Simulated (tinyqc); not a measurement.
Born-Oppenheimer dynamics on the RHF/6-31g surface (energies and gradients from PySCF), for H4, spin multiplicity 1, step by step. One step of it, computed by the program tinyqc.

Task: Velocity Verlet step 1. dt = 1 fs = 41.3414 atomic units; x' = x + v dt - g dt^2 / (2m); after the new gradient g', v' = v - (g + g') dt / (2m).

positions (bohr):
```
            x          y          z
1H  -0.022677   0.013228  -0.052912
2H  -0.001890  -0.007559   1.623275
3H   0.083148  -0.003779   3.358043
4H   0.009449  -0.018897   5.051238
```

velocities (bohr per atomic time unit):
```
               x             y             z
1H  -0.000210000   0.000097500  -0.000077000
2H  -0.000098000  -0.000020500  -0.000177000
3H   0.000349000   0.000001500   0.000128000
4H  -0.000041000  -0.000078500   0.000126000
```

gradient (hartree/bohr):
```
              x            y            z
1H  -0.00042345   0.00091086  -0.05644780
2H   0.00284090  -0.00106443   0.14028331
3H   0.00161089   0.00081620  -0.14284420
4H  -0.00402834  -0.00066263   0.05900869
```

masses (electron masses): 1H 1837.152588, 2H 1837.152588, 3H 1837.152588, 4H 1837.152588

gradient after step 1 (hartree/bohr):
```
              x            y            z
1H  -0.00036505   0.00094224  -0.04431786
2H   0.00247568  -0.00114628   0.11261175
3H   0.00218946   0.00089748  -0.11664635
4H  -0.00430008  -0.00069345   0.04835245
```

Give: positions after step 1; velocities after step 1.

Result:

positions after step 1 (bohr):
```
          x        y        z
1H  -0.0312   0.0168  -0.0298
2H  -0.0073  -0.0079   1.5507
3H   0.0968  -0.0041   3.4298
4H   0.0096  -0.0218   5.0290
```

velocities after step 1 (bohr per atomic time unit):
```
             x           y           z
1H  -0.0002011   0.0000766   0.0010568
2H  -0.0001578   0.0000044  -0.0030224
3H   0.0003062  -0.0000178   0.0030477
4H   0.0000527  -0.0000632  -0.0010820
```
